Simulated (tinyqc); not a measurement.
Changing the gamma-ray energy E: thermal displacements in the Debye model: Debye-Waller factors, bond-length spread and the Lindemann rule. Computed by tinyqc, a small Python program. Command: `OMP_NUM_THREADS=1 python tinyqc.py 3024868 3024869 out.jsonl debyewaller sweep`. One thread of a shared host (Intel(R) Xeon(R) Processor @ 2.30GHz), about 0.01 s of CPU time with the checks.

A Debye spectrum with three branches of one velocity, cut at k_B Theta; 2 atoms per cube, nearest neighbours at d = 0.866025 a.

Inputs (values chosen for the exercise, modelled on iron): atomic mass M = 55.85 u; Debye temperature Theta = 446 K; temperature T = 295 K.

Structure: bcc.

Constants: hbar^2/u = 4.18015928e-03 eV angstrom^2; k_B = 8.617333262e-05 eV/K; e = 1.602176634e-19 C; u = 1.6605390666e-27 kg; c = 299792458 m/s; hbar = 6.582119569e-16 eV s.

Method:
- <u_x^2> = (3 hbar^2/(2 M k_B Theta)) int_0^1 s coth(s Theta/(2T)) ds (64 Gauss-Legendre points); it tends to 3 hbar^2/(4 M k_B Theta) at T = 0 and to 3 hbar^2 T/(M k_B Theta^2) at high T.
- B = 8 pi^2 <u_x^2>.
- A nucleus of this mass is supposed to emit a gamma ray of the energy chosen: recoil energy E_R = E^2/(2 M c^2), wave number k_g = E/(hbar c), recoil-free fraction f = exp(-k_g^2 <u_x^2>).

One run for each value:
```
gamma-ray energy E (keV)  recoil-free fraction f  recoil energy (meV)  k_g (1/angstrom)
4.0                                       0.9833            1.538e-01              2.03
6.0                                       0.9628            3.460e-01              3.04
10.0                                      0.9000            9.611e-01              5.07
14.4                                      0.8037            1.993e+00              7.30
22.0                                      0.6004            4.652e+00             11.15
35.0                                      0.2749            1.177e+01             17.74
50.0                                      0.0717            2.403e+01             25.34
70.0                                      0.0057            4.709e+01             35.47
```

Describe and explain the trends.

Over the rows, recoil-free fraction f falls from 0.983 to 0.00571 (exponent d ln y / d ln x -0.052 between the first rows and -7.5 between the last); recoil energy (meV) rises from 0.154 to 47.1 (exponent d ln y / d ln x about 2.0 throughout); k_g (1/angstrom) rises from 2.03 to 35.5 (exponent d ln y / d ln x about 1.0 throughout). ln f goes as -E^2, so only low-energy gamma rays leave without recoil at this T.
